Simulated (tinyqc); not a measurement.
CCD on RHF in the sto-3g basis, for BeH+, spin multiplicity 1, step by step. Computed by tinyqc, a small Python program that keeps every step (integrals from PySCF). Settings: charge = 1, multiplicity = 1, basis = sto-3g, method = RHF, energy threshold = 1e-10, iteration cap = 59, orthogonalisation = symmetric, start = core, DIIS depth = 6, amplitude equations = CCD, DIIS depth for amplitudes = 0, cap on updates = 50. Command: `OMP_NUM_THREADS=1 python tinyqc.py 21412 21413 out.jsonl` (the two numbers bound the seeds that draw the settings). One thread of a shared host (Intel(R) Xeon(R) Processor @ 2.60GHz), about 0.1 s of CPU time with the checks. The early iterations of the SCF are left out here.

## One-electron integrals

Geometry (angstrom):
```
atom         x         y         z
Be    0.000000  0.000000  0.000000
H     0.000000  0.000000  1.648000
```

Basis sto-3g: exponents (1/bohr^2) and contraction coefficients of normalised primitives:
```
element  l (shell)   exponent  coefficient
Be           s (1)  30.167871     0.154329
Be           s (1)   5.495115     0.535328
Be           s (1)   1.487193     0.444635
Be           s (2)   1.314833    -0.099967
Be           s (2)   0.305539     0.399513
Be           s (2)   0.099371     0.700115
Be           p (3)   1.314833     0.155916
Be           p (3)   0.305539     0.607684
Be           p (3)   0.099371     0.391957
H            s (1)   3.425251     0.154329
H            s (1)   0.623914     0.535328
H            s (1)   0.168855     0.444635
```

Overlap, kinetic and nuclear-attraction integrals over the contracted functions; the nuclear repulsion is the sum of Za Zb / Rab.

nuclear repulsion = 1.28441071 hartree

overlap S, lower triangle:
```
           1Be 1s    1Be 2s   1Be 2px   1Be 2py   1Be 2pz     2H 1s
1Be 1s   1.000000
1Be 2s   0.259517  1.000000
1Be 2px  0.000000  0.000000  1.000000
1Be 2py  0.000000  0.000000  0.000000  1.000000
1Be 2pz  0.000000  0.000000  0.000000  0.000000  1.000000
2H 1s    0.035346  0.342588  0.000000  0.000000  0.427700  1.000000
```

kinetic energy T (hartree), lower triangle:
```
            1Be 1s    1Be 2s   1Be 2px   1Be 2py   1Be 2pz     2H 1s
1Be 1s    6.693975
1Be 2s   -0.033012  0.211111
1Be 2px   0.000000  0.000000  0.660592
1Be 2py   0.000000  0.000000  0.000000  0.660592
1Be 2pz   0.000000  0.000000  0.000000  0.000000  0.660592
2H 1s    -0.010041  0.030408  0.000000  0.000000  0.104992  0.760032
```

nuclear attraction V (hartree), lower triangle:
```
             1Be 1s     1Be 2s    1Be 2px    1Be 2py    1Be 2pz      2H 1s
1Be 1s   -14.882195
1Be 2s    -1.982577  -2.625808
1Be 2px    0.000000   0.000000  -2.579440
1Be 2py    0.000000   0.000000   0.000000  -2.579440
1Be 2pz   -0.011900  -0.113868   0.000000   0.000000  -2.662787
2H 1s     -0.269518  -0.838586   0.000000   0.000000  -1.025226  -2.508322
```

core Hamiltonian H = T + V (hartree), lower triangle:
```
            1Be 1s     1Be 2s    1Be 2px    1Be 2py    1Be 2pz      2H 1s
1Be 1s   -8.188220
1Be 2s   -2.015590  -2.414697
1Be 2px   0.000000   0.000000  -1.918848
1Be 2py   0.000000   0.000000   0.000000  -1.918848
1Be 2pz  -0.011900  -0.113868   0.000000   0.000000  -2.002196
2H 1s    -0.279560  -0.808177   0.000000   0.000000  -0.920234  -1.748290
```

## Two-electron integrals

Functions are numbered as in S; the eight-fold symmetry (ij|kl) = (ji|kl) = (kl|ij) leaves the list below.

Two-electron integrals (ij|kl) in chemists' order, unique and non-zero (hartree):
```
(11|11) 2.298831   (21|11) 0.392036   (21|21) 0.079539   (22|11) 0.570988
(22|21) 0.143041   (22|22) 0.417683   (31|31) 0.014607   (32|31) 0.021888
(32|32) 0.092265   (33|11) 0.569578   (33|21) 0.143083   (33|22) 0.417589
(33|33) 0.449859   (41|41) 0.014607   (42|41) 0.021888   (42|42) 0.092265
(43|43) 0.024249   (44|11) 0.569578   (44|21) 0.143083   (44|22) 0.417589
(44|33) 0.401360   (44|44) 0.449859   (51|51) 0.014607   (52|51) 0.021888
(52|52) 0.092265   (53|53) 0.024249   (54|54) 0.024249   (55|11) 0.569578
(55|21) 0.143083   (55|22) 0.417589   (55|33) 0.401360   (55|44) 0.401360
(55|55) 0.449859   (61|11) 0.052698   (61|21) 0.010685   (61|22) 0.019388
(61|33) 0.019259   (61|44) 0.019259   (61|51) 0.000941   (61|52) 0.001783
(61|55) 0.019655   (61|61) 0.001504   (62|11) 0.149422   (62|21) 0.038096
(62|22) 0.124157   (62|33) 0.119202   (62|44) 0.119202   (62|51) 0.004932
(62|52) 0.032312   (62|55) 0.133951   (62|61) 0.005662   (62|62) 0.058984
(63|31) 0.003196   (63|32) 0.015658   (63|53) 0.005347   (63|63) 0.004852
(64|41) 0.003196   (64|42) 0.015658   (64|54) 0.005347   (64|64) 0.004852
(65|11) 0.168846   (65|21) 0.043515   (65|22) 0.148354   (65|33) 0.139640
(65|44) 0.139640   (65|51) 0.007884   (65|52) 0.049829   (65|55) 0.165626
(65|61) 0.006702   (65|62) 0.079482   (65|65) 0.109657   (66|11) 0.320280
(66|21) 0.083000   (66|22) 0.304400   (66|33) 0.283090   (66|44) 0.283090
(66|51) 0.011550   (66|52) 0.100833   (66|55) 0.346701   (66|61) 0.012528
(66|62) 0.190257   (66|65) 0.270199   (66|66) 0.774606
```

## Orthogonalisation

S = U s U^T; symmetric (Loewdin) form X = U s^(-1/2) U^T, so that X^T S X = 1.

eigenvalues of S: 0.435052  0.796161  1.000000  1.000000  1.182465  1.586323

X, lower triangle:
```
            1Be 1s     1Be 2s   1Be 2px   1Be 2py    1Be 2pz     2H 1s
1Be 1s    1.027594
1Be 2s   -0.142890   1.087056
1Be 2px   0.000000   0.000000  1.000000
1Be 2py   0.000000   0.000000  0.000000  1.000000
1Be 2pz  -0.008881   0.073318  0.000000  0.000000   1.088887
2H 1s     0.022396  -0.219511  0.000000  0.000000  -0.267319  1.146881
```

## Iteration 8 (converged): orbitals

converged F (hartree), lower triangle:
```
            1Be 1s     1Be 2s    1Be 2px    1Be 2py    1Be 2pz      2H 1s
1Be 1s   -5.000326
1Be 2s   -1.404923  -0.854830
1Be 2px   0.000000   0.000000  -0.131003
1Be 2py   0.000000   0.000000   0.000000  -0.131003
1Be 2pz   0.017134  -0.112953   0.000000   0.000000  -0.264483
2H 1s    -0.194384  -0.432614   0.000000   0.000000  -0.368988  -0.451379
```

Diagonalise F' = X^T F X, C = X C', fill 2 alpha and 2 beta electrons from the bottom; D = 2 C_occ C_occ^T. Each column has its largest component positive (the first on a tie).

F' = X^T F X (hartree), lower triangle:
```
           1          2          3          4          5          6
1  -4.891844
2  -0.706046  -0.511178
3   0.000000   0.000000  -0.131003
4   0.000000   0.000000   0.000000  -0.131003
5   0.015363  -0.010480   0.000000   0.000000  -0.136528
6   0.007852  -0.284209   0.000000   0.000000  -0.291040  -0.221872
```

orbital energies (hartree): MO1 -5.003132, MO2 -0.678303, MO3 -0.256163, MO4 -0.131003, MO5 -0.131003, MO6 0.176175

coefficients C:
```
               MO1        MO2        MO3        MO4       MO5        MO6
1Be 1s    0.992962  -0.194983  -0.200326   0.000000  0.000000   0.113244
1Be 2s    0.026325   0.620781   0.746388   0.000000  0.000000  -0.559027
1Be 2px   0.000000   0.000000   0.000000  -0.301568  0.953445   0.000000
1Be 2py   0.000000   0.000000   0.000000   0.953445  0.301568   0.000000
1Be 2pz  -0.001900   0.272043  -0.609271   0.000000  0.000000  -0.904084
2H 1s    -0.002845   0.495913  -0.318665   0.000000  0.000000   1.043071
```

D after iteration 8, lower triangle:
```
            1Be 1s    1Be 2s   1Be 2px   1Be 2py   1Be 2pz     2H 1s
1Be 1s    2.047985
1Be 2s   -0.189803  0.772125
1Be 2px   0.000000  0.000000  0.000000
1Be 2py   0.000000  0.000000  0.000000  0.000000
1Be 2pz  -0.109860  0.337658  0.000000  0.000000  0.148022
2H 1s    -0.199039  0.615558  0.000000  0.000000  0.269830  0.491876
```

Within a degenerate level the vectors are fixed only up to a rotation; this is one choice.

## Convergence

Stop when the energy changes by less than 1e-10 hartree and every element of the error matrix X^T (F D S - S D F) X is below 3e-06.

Course of the cycle:
```
iteration   E (hartree)     change  largest element of the error matrix
1          -14.41996405          -                             3.08e-01
2          -14.63056607  -2.11e-01                             6.17e-02
3          -14.63607747  -5.51e-03                             1.27e-02
4          -14.63671849  -6.41e-04                             4.52e-03
5          -14.63679644  -7.80e-05                             1.31e-04
6          -14.63679650  -6.12e-08                             3.57e-05
7          -14.63679650  -5.30e-09                             2.12e-07
8          -14.63679650  -1.49e-13                             2.06e-08
```

PySCF RHF in the same basis = -14.63679650 hartree

Converged in 8 iterations.

## Integrals over molecular orbitals

(pq|rs) = sum C_ip C_jq C_kr C_ls (ij|kl), one index at a time.

one-electron integrals over orbitals h = C^T H C (hartree), lower triangle:
```
           1          2          3          4          5          6
1  -8.178696
2   0.168015  -2.061077
3   0.198054  -0.038399  -1.899757
4   0.000000   0.000000   0.000000  -1.918848
5   0.000000   0.000000   0.000000   0.000000  -1.918848
6  -0.070827   0.217597  -0.072796   0.000000   0.000000  -1.643688
```

Two-electron integrals over orbitals (pq|rs), unique and non-zero (hartree):
```
(11|11) 2.275596    (21|11) -0.168125   (21|21) 0.020922    (22|11) 0.460445
(22|21) 0.000110    (22|22) 0.482807    (31|11) -0.172993   (31|21) 0.017062
(31|22) -0.015325   (31|31) 0.026904    (32|11) 0.061497    (32|21) -0.005588
(32|22) -0.067534   (32|31) 0.002139    (32|32) 0.050586    (33|11) 0.537933
(33|21) -0.011697   (33|22) 0.322609    (33|31) 0.003211    (33|32) 0.033550
(33|33) 0.444354    (41|41) 0.015590    (42|41) 0.013784    (42|42) 0.044266
(43|41) 0.013885    (43|42) 0.033128    (43|43) 0.049971    (44|11) 0.569238
(44|21) -0.005995   (44|22) 0.354613    (44|31) -0.006092   (44|32) 0.031384
(44|33) 0.390421    (44|44) 0.449859    (51|51) 0.015590    (52|51) 0.013784
(52|52) 0.044266    (53|51) 0.013885    (53|52) 0.033128    (53|53) 0.049971
(54|54) 0.024249    (55|11) 0.569238    (55|21) -0.005995   (55|22) 0.354613
(55|31) -0.006092   (55|32) 0.031384    (55|33) 0.390421    (55|44) 0.401360
(55|55) 0.449859    (61|11) 0.091962    (61|21) -0.014867   (61|22) -0.009665
(61|31) -0.003087   (61|32) 0.007618    (61|33) 0.016037    (61|44) 0.002240
(61|55) 0.002240    (61|61) 0.016918    (62|11) -0.132991   (62|21) 0.001806
(62|22) 0.033518    (62|31) 0.007976    (62|32) -0.052049   (62|33) -0.019105
(62|44) -0.065798   (62|55) -0.065798   (62|61) 0.003639    (62|62) 0.120650
(63|11) 0.065324    (63|21) -0.003283   (63|22) -0.056494   (63|31) 0.005205
(63|32) 0.045430    (63|33) 0.055160    (63|44) 0.028748    (63|55) 0.028748
(63|61) 0.007197    (63|62) -0.056111   (63|63) 0.061997    (64|41) -0.008005
(64|42) -0.027424   (64|43) -0.010444   (64|64) 0.023758    (65|51) -0.008005
(65|52) -0.027424   (65|53) -0.010444   (65|65) 0.023758    (66|11) 0.491662
(66|21) -0.001333   (66|22) 0.487053    (66|31) -0.013959   (66|32) -0.070266
(66|33) 0.349829    (66|44) 0.357917    (66|55) 0.357917    (66|61) -0.007350
(66|62) 0.063269    (66|63) -0.060037   (66|66) 0.526543
```

## CCD: starting amplitudes

t_ij^ab = <ij||ab> / (e_i + e_j - e_a - e_b), whose energy is MP2.

Starting amplitudes (spin orbitals 1a, 1b, ...; amplitudes related by a flip of all spins are not repeated):
```
from      to          t
2a 2b  6a 6b  -0.070599
2a 2b  3a 3b  -0.059917
2a 2b  3a 6b   0.040771
2a 2b  4a 4b  -0.040441
2a 2b  5a 5b  -0.040441
1a 1b  3a 3b  -0.002834
1a 2b  4a 4b  -0.002543
1a 2b  5a 5b  -0.002543
1a 1b  6a 6b  -0.001633
1a 1b  4a 4b  -0.001600
1a 1b  5a 5b  -0.001600
1a 2b  3a 6b  -0.001424
1a 2b  3b 6a   0.001360
1a 2b  6a 6b  -0.000603
1a 2b  3a 3b  -0.000414
1a 1b  3a 6b   0.000311
1a 2a  3a 6a  -0.000064
```

correlation energy = -0.01971866 hartree

## CCD: amplitude update 1

t_ij^ab D_ij^ab are set to the remaining terms of the spin-orbital equations, evaluated with the old amplitudes; for the doubles these are <ij||ab> + 1/2 <ab||ef> t_ij^ef + 1/2 <mn||ij> t_mn^ab + P(ij)P(ab) <mb||ej> t_im^ae + terms in t^2, D the orbital-energy denominators.

Amplitudes after update 1 (spin orbitals 1a, 1b, ...; amplitudes related by a flip of all spins are not repeated):
```
from      to          t
2a 2b  6a 6b  -0.095304
2a 2b  3a 3b  -0.078233
2a 2b  3a 6b   0.062696
2a 2b  4a 4b  -0.048306
2a 2b  5a 5b  -0.048306
1a 2b  4a 4b  -0.002772
1a 2b  5a 5b  -0.002772
1a 1b  3a 3b  -0.002491
1a 2b  3a 6b  -0.001559
1a 2b  3b 6a   0.001539
1a 1b  4a 4b  -0.001487
1a 1b  5a 5b  -0.001487
1a 1b  6a 6b  -0.001333
1a 2b  6a 6b  -0.000766
1a 2b  3a 3b  -0.000299
1a 1b  3a 6b   0.000104
1a 2a  3a 6a  -0.000019
```

correlation energy = -0.02660379 hartree

## CCD: amplitude update 2

As before.

Amplitudes after update 2 (spin orbitals 1a, 1b, ...; amplitudes related by a flip of all spins are not repeated):
```
from      to          t
2a 2b  6a 6b  -0.103862
2a 2b  3a 3b  -0.086149
2a 2b  3a 6b   0.073088
2a 2b  4a 4b  -0.048743
2a 2b  5a 5b  -0.048743
1a 2b  4a 4b  -0.002763
1a 2b  5a 5b  -0.002763
1a 1b  3a 3b  -0.002476
1a 2b  3b 6a   0.001593
1a 2b  3a 6b  -0.001585
1a 1b  4a 4b  -0.001485
1a 1b  5a 5b  -0.001485
1a 1b  6a 6b  -0.001323
1a 2b  6a 6b  -0.000808
1a 2b  3a 3b  -0.000236
1a 1b  3a 6b   0.000076
1a 2a  3a 6a   0.000008
```

correlation energy = -0.02915702 hartree

## CCD: convergence

E_corr = 1/4 sum <ij||ab> t_ij^ab; stop when the norm of the change is below 1e-8.

Course of the amplitude iterations:
```
update  correlation energy (hartree)  norm of the change
0                        -0.01971866                   -
1                        -0.02660379            9.02e-02
2                        -0.02915702            3.75e-02
3                        -0.03015964            1.72e-02
4                        -0.03057597            8.37e-03
5                        -0.03075729            4.22e-03
6                        -0.03083959            2.17e-03
7                        -0.03087825            1.12e-03
8                        -0.03089692            5.87e-04
9                        -0.03090613            3.07e-04
10                       -0.03091076            1.61e-04
11                       -0.03091311            8.48e-05
12                       -0.03091431            4.46e-05
13                       -0.03091494            2.35e-05
14                       -0.03091526            1.24e-05
15                       -0.03091543            6.51e-06
16                       -0.03091552            3.43e-06
17                       -0.03091556            1.81e-06
18                       -0.03091559            9.51e-07
19                       -0.03091560            5.01e-07
20                       -0.03091560            2.64e-07
21                       -0.03091561            1.39e-07
22                       -0.03091561            7.33e-08
23                       -0.03091561            3.86e-08
24                       -0.03091561            2.04e-08
25                       -0.03091561            1.07e-08
26                       -0.03091561            5.65e-09
```

Converged amplitudes (spin orbitals 1a, 1b, ...; amplitudes related by a flip of all spins are not repeated):
```
from      to          t
2a 2b  6a 6b  -0.108049
2a 2b  3a 3b  -0.095121
2a 2b  3a 6b   0.082599
2a 2b  4a 4b  -0.046590
2a 2b  5a 5b  -0.046590
1a 2b  4a 4b  -0.002770
1a 2b  5a 5b  -0.002770
1a 1b  3a 3b  -0.002440
1a 2b  3b 6a   0.001629
1a 2b  3a 6b  -0.001614
1a 1b  4a 4b  -0.001489
1a 1b  5a 5b  -0.001489
1a 1b  6a 6b  -0.001305
1a 2b  6a 6b  -0.000855
1a 2b  3a 3b  -0.000189
1a 1b  3a 6b   0.000037
1a 2a  3a 6a   0.000016
```

CCD total energy = -14.66771212 hartree

Converged in 26 updates.
